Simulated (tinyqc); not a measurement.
Hall effect and magnetoresistance of several carrier groups with constant relaxation times: one step, computed by the program tinyqc. Command: `OMP_NUM_THREADS=1 python tinyqc.py 3017048 3017049 out.jsonl hall2 walk`. One thread of a shared host (Intel(R) Xeon(R) Processor @ 2.30GHz), about 0.01 s of CPU time with the checks.

Group 1 has charge -e and group 2 charge +e; s_i is that sign. B lies along z; mu B is formed with mu in m^2/(V s).

Question. Conductivity of each group. sigma_xx = sum n_i e mu_i/(1 + mu_i^2 B^2); sigma_xy = sum s_i n_i e mu_i^2 B/(1 + mu_i^2 B^2).

Inputs (values chosen for the exercise, for a model conductor):
```
quantity            value        unit
density n1          3e+18      1/cm^3
mobility mu1         2000  cm^2/(V s)
density n2        2.4e+17      1/cm^3
mobility mu2         1400  cm^2/(V s)
magnetic field B     0.17           T
```

Carriers: electrons and holes. Densities: per volume.

Constants: e = 1.602176634e-19 C.

Give: Parts (S/cm); sigma_xx; sigma_xy; sigma at B = 0.

Answer.

Parts (S/cm):
```
group      mu B  sigma_xx  sigma_xy
group 1   0.034     960.2    -32.65
group 2  0.0238     53.80     1.281
```

sigma_xx = 1014 S/cm

sigma_xy = -31.37 S/cm

sigma at B = 0 = 1015 S/cm
